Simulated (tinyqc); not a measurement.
Error of the time step: velocity overshoot from momentum and energy balance equations after a field step. Computed by tinyqc, a small Python program. Command: `OMP_NUM_THREADS=1 python tinyqc.py 3019651 3019652 out.jsonl overshoot walk`. One thread of a shared host (Intel(R) Xeon(R) Processor @ 2.30GHz), about 0.02 s of CPU time with the checks.

At t = 0 the field jumps from 0 to F in a uniform sample. v is the drift velocity and u = w - (3/2) k_B T the excess energy per carrier.

Inputs (values chosen for the exercise, modelled on electrons in silicon except for tau_E): effective mass m = 0.25 m_0; low-field mobility mu_0 = 1500 cm^2/(V s); saturation velocity v_s = 1.1 1e7 cm/s; energy relaxation time tau_E = 0.6 ps; field after the step F = 13 kV/cm; lattice temperature T = 300 K; time step dt = 7.5 fs.

Scheme: explicit Euler.

Constants: m_0 = 9.1093837015e-31 kg; e = 1.602176634e-19 C; k_B = 8.617333262e-05 eV/K.

Method:
- dv/dt = e F/m - v/tau_m(u), du/dt = e F v - u/tau_E, tau_m(u) = tau_0/(1 + c u), tau_0 = m mu_0/e, c = mu_0/(e tau_E v_s^2); this choice gives the steady state v (1 + mu_0 F v/v_s^2) = mu_0 F, which saturates at v_s. Steady velocity v = 2 mu_0 F/(1 + sqrt(1 + 4 (mu_0 F/v_s)^2)); u = e F v tau_E; carrier temperature T + 2u/(3 k_B), neglecting the drift energy m v^2/2.
- Step: v_new = v + dt (e F/m - v/tau_m(u)), u_new = u + dt (e F v - u/tau_E). Start v = u = 0; the distance adds dt (v + v_new)/2.
- The peak velocity is recomputed with dt/2 and dt/4 and by an adaptive Runge-Kutta method (tolerance 1e-9).

tau_0 = 213.211 fs

acceleration e F/m = 0.00914586 1e7 cm/s per fs

c = 20.6612 1/eV

steady velocity = 0.832660 1e7 cm/s

Peak velocity:
```
step      v_peak (1e7 cm/s)  error (%)
dt                   1.2351     1.0893
dt/2                 1.2284     0.5366
dt/4                 1.2251     0.2663
adaptive             1.2218     0.0000
```

What follows from these numbers?

The explicit scheme puts the peak 1.09 % too high; halving dt divides the error by 2.03, as a first-order method should.

Extremes, crossings and ranges named in words are read from the listed rows.
